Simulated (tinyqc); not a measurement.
Width of the well: hydrogenic donor in a hard-walled well (variational).

Trial function cos(pi z/L) exp(-r/lam), r measured from the donor at zi, walls at +/- L/2, one eps everywhere. Counted from the lowest subband, E(lam) = c/(m lam^2) - (q/eps) I0/I1, with I0 the integral of cos^2(pi z/L) exp(-2|z - zi|/lam) over the well and I1 the same with the factor (|z - zi| + lam/2); c = hbar^2/2m0, q = e^2/(4 pi eps0). The binding energy is -E at the minimum.

Constants: hbar^2/2m0 = 3.80998211 eV angstrom^2; e^2/(4 pi eps0) = 14.39964547 eV angstrom.

Inputs chosen for the exercise (out of a larger set: near those of InP; not measured data):
- m = 0.077 m0 (mass)
- eps = 12.6 (dielectric constant)
- Ls = (18, 43, 71, 150, 287, 632, 1158) angstrom (widths)

Ry* = 6.5989 meV
a* = 86.593 angstrom

Donor at the centre and at the wall (zi = L/2).

Binding:
```
L (angstrom)   L/a*  centre (meV)  in Ry*  wall (meV)  in Ry*  centre/wall
18             0.21         21.73   3.294       16.07   2.435         1.35
43             0.50         18.20   2.759       11.43   1.732         1.59
71             0.82         15.82   2.398        8.98   1.360         1.76
150            1.73         12.29   1.863        5.96   0.904         2.06
287            3.31          9.70   1.470        4.06   0.616         2.39
632            7.30          7.64   1.157        2.58   0.391         2.96
1158          13.37          6.95   1.053        1.99   0.301         3.49
```

At the centre the binding falls from 3.29 to 1.05 Ry*, between the limits 4 and 1. At the wall it falls from 2.44 to 0.30 Ry*, towards 1/4: the wall forces a node through the donor, as in a 2p state. With this trial function, which underbinds wall donors by about a tenth, the wall donor drops below the bulk value between 71 and 150 angstrom. The ratio grows from 1.35 to 3.49.

(tinyqc, `OMP_NUM_THREADS=1 python tinyqc.py 1251525 1251526 out.jsonl`, Intel(R) Xeon(R) Processor @ 2.30GHz, 1 thread, shared host, about 0.02 s.)
